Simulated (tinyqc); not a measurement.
What moves lifetime and leakage: Shockley-Read-Hall recombination through one deep level.

One level at Et with degeneracy 1: tn = 1/(sn vth Nt), tp = 1/(sp_ vth Nt), n1 = Nc exp((Et - Eg)/kT), p1 = Nv exp(-Et/kT), ni^2 = n1 p1. Equilibrium p0 = Nm, n0 = ni^2/Nm; n = n0 + dn, p = p0 + dn. U = (n p - ni^2)/(tp (n + n1) + tn (p + p1)), lifetime dn/U; emission rates en = sn vth n1, ep = sp_ vth p1.

Constants: kB = 8.617333262e-05 eV/K.

Values chosen for the exercise (gap and densities of states near those of GaAs at this temperature; not measured data): Eg = 1.431 eV (gap); Nc = 4.41e+17 1/cm^3 (conduction-band density of states); Nv = 9.39e+18 1/cm^3 (valence-band density of states); T = 300 K; Et = 0.479 eV (recombination level above Ev); Nt = 1.4e+15 1/cm^3 (defects); sn = 2.2e-14 cm^2 (electron capture cross-section); sp_ = 7.7e-16 cm^2 (hole capture cross-section); vth = 22000000 cm/s (thermal velocity, both carriers); Nm = 4.8e+16 1/cm^3 (equilibrium holes for the lifetime steps); dn = 6.5e+12 1/cm^3 (excess pairs).

G = Nt en ep/(en + ep).

Results for these values:

| case | lifetime (microsecond) | G (1/(cm^3 s)) |
|---|---|---|
| base | 0.001482 | 3.04e+10 |

What happens to each result for Nm = 1.44e+17 1/cm^3, all else kept?

Answer: lifetime falls from 0.001482 to 0.001478; G does not change at the printed digits.

The same for each parameter in turn:

| case | lifetime (microsecond) | G (1/(cm^3 s)) |
|---|---|---|
| base | 0.001482 | 3.04e+10 |
| Et = 0.519 eV | 0.001482 | 1.43e+11 |
| sn = 4.4e-14 cm^2 | 0.0007436 | 6.07e+10 |
| sp_ = 1.54e-15 cm^2 | 0.001479 | 3.04e+10 |
| Nt = 7e+14 1/cm^3 | 0.002963 | 1.52e+10 |
| Nm = 1.44e+17 1/cm^3 | 0.001478 | 3.04e+10 |
| dn = 1.95e+13 1/cm^3 | 0.001493 | 3.04e+10 |

Run: tinyqc, `OMP_NUM_THREADS=1 python tinyqc.py 1651682 1651683 out.jsonl`; Intel(R) Xeon(R) Processor @ 2.30GHz, one thread, shared host; about 0.01 s of CPU time with all checks.
